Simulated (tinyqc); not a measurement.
Worked calculation: quantum-confined Stark effect in a modulator well. Values are carried at full precision from step to step, so a last printed digit may differ when a step is redone from the rounded ones.

Constants: hbar^2/2m0 = 3.80998211 eV angstrom^2; e^2/(4 pi eps0) = 14.39964547 eV angstrom; hc = 1239.841984 eV nm.

Values chosen for the exercise (near those of a Ge well in SiGe, direct gap; shifted at random, so the results belong to these values and not to a real crystal):
```
symbol  value   unit      meaning
L       88      angstrom  well width
me      0.0414  m0        electron, well
mh      0.214   m0        heavy hole along z, well
F       64      kV/cm     field
Vc      0.396   eV        conduction offset
Vv      0.102   eV        heavy-hole offset
meb     0.0567  m0        electron, barrier
mhb     0.224   m0        heavy hole, barrier
Eg      0.833   eV        gap of the well
mp      0.07    m0        heavy hole in the plane
eps     15.4              dielectric constant
dE      12      meV       operating point below the zero-field line
G       6       meV       half width of the exciton line
```

## Estimate for hard walls

Second order: each level moves by -C m (e F)^2 L^4/(2c), C = (15/pi^2 - 1)/(24 pi^2), c = hbar^2/2m0, 1 kV/cm = 1e-5 eV/angstrom. It holds while e F L is no more than about twice 3 c pi^2/(m L^2).

Estimate:
```
carrier     shift (meV)  e F L over the level spacing
electron          -0.29                          0.16
heavy hole        -1.51                          0.83
```

The hole, 5.2 times heavier, carries 84 % of the estimated shift; for hard walls second order errs by about 2 % at a ratio of 1 and 13 % at 3.

## Levels and envelopes

Envelopes on cells of 0.5 angstrom over the well |z| < L/2 and 45 angstrom of barrier on each side, psi = 0 beyond, psi'/m continuous (mean mass between points), c = hbar^2/2m0. The electron sees + e F z and the hole - e F z, each with its offset in the barriers; 1 kV/cm = 1e-5 eV/angstrom. Light holes, band mixing and escape by tunnelling are left out.

Ground levels, squared overlap and separation <z>_h - <z>_e without and with the field.

Results:
```
F (kV/cm)  E_e (meV)  E_h (meV)  overlap^2  separation (angstrom)
0              59.19      13.17      0.998                    0.0
64             57.96       8.37      0.835                   18.2
```

The electron level moves by -1.23 meV (4.2 times the hard-wall estimate, since it leaks into the barriers and sees a wider well) and the hole level by -4.79 meV (3.17 times).

## Exciton

Exciton: in-plane function exp(-rho/lam), 1/mu = 1/me + 1/mp, E(lam) = c/(mu lam^2) - (q/eps) times the integral over k of Fm(k)(1 + (k lam/2)^2)^(-3/2), Fm(k) the double integral of psi_e^2 psi_h^2 exp(-k |z - z'|), q = e^2/(4 pi eps0); binding Eb = -E at the minimum. Line at Eg + E_e + E_h - Eb, strength proportional to overlap^2/lam^2.

Minimise over lam without and with the field.

Results:
```
F (kV/cm)  lam (angstrom)  Eb (meV)  line (eV)      nm  overlap^2/lam^2 (1e-4/angstrom^2)
0                   217.5      4.13     0.9012  1375.7                             0.2110
64                  223.9      3.99     0.8953  1384.8                             0.1666
```

The weaker binding gives back 0.14 meV of the red shift, leaving 5.9 meV; the strength falls to 79 %.

## Contrast at the operating point

With a Gaussian line of half width G, the absorption at E_op = line(0) - dE is proportional to strength x exp(-ln2 ((E_op - line)/G)^2); continuum absorption is left out. Give it at both fields, relative to the zero-field peak.

E_op = 0.8892 eV
wavelength = 1394.3 nm

absorption without and with the field: 0.062  0.38

The field changes the absorption by +0.32 of the zero-field peak. The zero-field tail still absorbs here, since dE is no more than 2G, which costs insertion loss.

## Checks

- Zero-field levels against the matching condition of the square well, meV: largest difference 9.2e-02.
- Slope d(E_e + E_h)/dF against minus the separation (Hellmann-Feynman), angstrom: both -18.2.

Computed by tinyqc, a small Python program: `OMP_NUM_THREADS=1 python tinyqc.py 1282689 1282690 out.jsonl` (the numbers bound the seed that draws the inputs); one thread of a shared host (Intel(R) Xeon(R) Processor @ 2.30GHz), about 0.1 s for the whole set of steps.
